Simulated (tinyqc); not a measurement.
# Threshold-voltage variability of a planar MOSFET, analytic estimates, step by step

Program tinyqc, `OMP_NUM_THREADS=1 python tinyqc.py 2090167 2090168 out.jsonl`; Intel Xeon 2.30GHz, shared host, one thread, about 0.01 s. Printed values are rounded.

Three independent sources add in quadrature: random dopants in the depleted layer, metal-gate grains of two orientations, and roughness of the two gate edges acting through the roll-off VT = VT(long) - Vr exp(-L/l). These are first-order estimates: no three-dimensional electrostatics, no percolation.

Values chosen for this exercise; material values close to those of silicon: temperature T = 300 K; band gap Eg = 1.11 eV; relative permittivity of the semiconductor eps_r = 11.7; conduction-band density of states at T Nc = 2.85e19 cm^-3; valence-band density of states at T Nv = 2.6e19 cm^-3; channel doping Na = 3.6e18 cm^-3; oxide-equivalent thickness in inversion ti = 1.4 nm; gate length L = 65 nm; gate width W = 200 nm; metal grain size G = 15 nm; work-function difference of the two grain orientations dW = 0.1 eV; share of the orientation of higher work function p = 0.5; rms roughness of one gate edge De = 0.6 nm; correlation length of the roughness La = 10 nm; decay length of the threshold roll-off l = 13 nm; prefactor of the roll-off Vr = 2.1 V; subthreshold factor n = 1.35; gm/I of a matched pair gI = 5 1/V; spread of the gain factor of one device sb = 2.9 %; number of cells Nb = 65536; wanted yield Y = 0.99.

Constants: q = 1.602176634e-19 C, kB = 1.380649e-23 J/K, Vt = kB T/q, eps0 = 8.8541878128e-14 F/cm where lengths are in cm. Results are converted to the units shown.

## Random dopants

ni = sqrt(Nc Nv) exp(-Eg/(2 Vt)), Eg in volts; Cox = 3.9 eps0/ti; Wd = sqrt(4 eps0 eps_r Vt ln(Na/ni)/(q Na)); dopants: s1 = (q/Cox) sqrt(Na Wd/(3 L W)). The slope A1 = s1 sqrt(L W); mean number of dopants Na L W Wd.

Cox = 2.466524 uF/cm^2
Wd = 19.00401 nm
mean number of dopants = 889.3875
A1 = 0.9809306 mV um
s1 = 8.603331 mV

Counting alone, 1/sqrt(N) of the depletion voltage q Na Wd/Cox = 444 mV, would give sqrt(3) times more: dopants deep in the layer act less on the surface.

## Metal grains and edge roughness

Grains: Ng = L W/G^2 (at least 1), s2 = dW sqrt(p (1 - p)/Ng). Edges, with exponential correlation and u = W/La: the mean gate length has sL^2 = 2 De^2 (2/u)[1 - (1 - exp(-u))/u]; s3 = sL (Vr/l) exp(-L/l).

Ng = 57.77778
s2 = 6.577935 mV
sL = 0.2615339 nm
dVT/dL = 1.088438 mV/nm
s3 = 0.2846634 mV

## Total spread, mismatch and leakage

s = sqrt(s1^2 + s2^2 + s3^2). For a pair: s(dVT) = sqrt(2) s; current mismatch sqrt(2) sqrt((gI s)^2 + sb^2); input offset = current mismatch/gI. For a Gaussian VT the off current is log-normal with mean/median = exp(s^2/(2 (n Vt)^2)).

s = 10.83363 mV
s(dVT) = 15.32107 mV
current mismatch = 8.689291 %
input offset = 17.37858 mV
mean/median of Ioff = 1.049359

The dopants give 63.1 % of the variance; without them s would be 6.58 mV.

## Iteration 1: margin in standard deviations for the wanted yield

k at the start = 4

Cells fail independently with probability Q(k) = erfc(k/sqrt(2))/2 when the margin is k standard deviations, and Y = exp(-Nb Q(k)). phi = exp(-k^2/2)/sqrt(2 pi). Newton steps on ln Q(k) = ln(-ln(Y)/Nb): k(new) = k + [ln Q - ln(-ln(Y)/Nb)] Q/phi.

Q(k) = 3.167124e-5
phi = 1.338302e-4
k after iteration 1 = 5.261452

## Iteration 2: margin in standard deviations for the wanted yield

As before.

Q(k) = 7.146091e-8
phi = 3.887305e-7
k after iteration 2 = 5.121077

## Course of the iteration: margin in standard deviations for the wanted yield

Stop when k changes by less than 1e-9, or after 30 iterations.

Course of the iteration:
```
iteration,k,|change|
1,5.261452,1.26
2,5.121077,0.140
3,5.119276,1.80e-3
4,5.119275,2.96e-7
5,5.119275,< 1e-12
```

Converged in 5 iterations. At the end the number of correct digits about doubles with each step. With s(dVT) = 15.3 mV, 5.12 standard deviations are 78.4 mV.
